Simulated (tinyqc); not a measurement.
Worked calculation: quantum-confined Stark effect in a modulator well. Values are carried at full precision from step to step, so a last printed digit may differ when a step is redone from the rounded ones.

Constants: hbar^2/2m0 = 3.80998211 eV angstrom^2; e^2/(4 pi eps0) = 14.39964547 eV angstrom; hc = 1239.841984 eV nm.

Inputs chosen for the exercise (near those of an InGaAsP well in InP; not measured data): L = 120 angstrom (well width); me = 0.0502 m0 (electron, well); mh = 0.361 m0 (heavy hole along z, well); F = 70 kV/cm (field); Vc = 0.205 eV (conduction offset); Vv = 0.307 eV (heavy-hole offset); meb = 0.0768 m0 (electron, barrier); mhb = 0.51 m0 (heavy hole, barrier); Eg = 0.862 eV (gap of the well); mp = 0.114 m0 (heavy hole in the plane); eps = 13.3 (dielectric constant); dE = 24 meV (operating point below the zero-field line); G = 10 meV (half width of the exciton line).

## Estimate for hard walls

Second order: each level moves by -C m (e F)^2 L^4/(2c), C = (15/pi^2 - 1)/(24 pi^2), c = hbar^2/2m0, 1 kV/cm = 1e-5 eV/angstrom. It holds while e F L is no more than about twice 3 c pi^2/(m L^2).

Estimate:
```
carrier     shift (meV)  e F L over the level spacing
electron          -1.47                          0.54
heavy hole       -10.56                          3.87
```

The hole, 7.2 times heavier, carries 88 % of the estimated shift; for it the ratio exceeds 3, so second order overstates its shift, by 13 % at a ratio of 3 and 60 % at 8.

## Levels and envelopes

Envelopes on cells of 0.5 angstrom over the well |z| < L/2 and 45 angstrom of barrier on each side, psi = 0 beyond, psi'/m continuous (mean mass between points), c = hbar^2/2m0. The electron sees + e F z and the hole - e F z, each with its offset in the barriers; 1 kV/cm = 1e-5 eV/angstrom. Light holes, band mixing and escape by tunnelling are left out.

Ground levels, squared overlap and separation <z>_h - <z>_e without and with the field.

Results:
```
F (kV/cm)  E_e (meV)  E_h (meV)  overlap^2  separation (angstrom)
0              26.78       5.80      0.959                    0.0
70             21.32      -6.47      0.416                   43.7
```

The electron level moves by -5.46 meV (3.7 times the hard-wall estimate, since it leaks into the barriers and sees a wider well) and the hole level by -12.28 meV (1.16 times). For the hole, saturation lowers the shift and leakage raises it, so a ratio near 1 is a coincidence.

## Exciton

Exciton: in-plane function exp(-rho/lam), 1/mu = 1/me + 1/mp, E(lam) = c/(mu lam^2) - (q/eps) times the integral over k of Fm(k)(1 + (k lam/2)^2)^(-3/2), Fm(k) the double integral of psi_e^2 psi_h^2 exp(-k |z - z'|), q = e^2/(4 pi eps0); binding Eb = -E at the minimum. Line at Eg + E_e + E_h - Eb, strength proportional to overlap^2/lam^2.

Minimise over lam without and with the field.

Results:
```
F (kV/cm)  lam (angstrom)  Eb (meV)  line (eV)      nm  overlap^2/lam^2 (1e-4/angstrom^2)
0                   163.8      6.12     0.8885  1395.5                             0.3573
70                  187.9      5.18     0.8717  1422.4                             0.1177
```

The weaker binding gives back 0.94 meV of the red shift, leaving 16.8 meV; the strength falls to 33 %.

## Contrast at the operating point

With a Gaussian line of half width G, the absorption at E_op = line(0) - dE is proportional to strength x exp(-ln2 ((E_op - line)/G)^2); continuum absorption is left out. Give it at both fields, relative to the zero-field peak.

E_op = 0.8645 eV
wavelength = 1434.2 nm

absorption without and with the field: 0.018  0.23

The field changes the absorption by +0.21 of the zero-field peak. With dE above 2G the Gaussian tail at zero field is weak; real tails fall only exponentially and absorb more.

## Checks

- Zero-field levels against the matching condition of the square well, meV: largest difference 1.1e-01.
- Slope d(E_e + E_h)/dF against minus the separation (Hellmann-Feynman), angstrom: both -43.7.

Program tinyqc; command `OMP_NUM_THREADS=1 python tinyqc.py 1250384 1250385 out.jsonl`; about 0.2 s on one thread of a shared Intel(R) Xeon(R) Processor @ 2.30GHz.
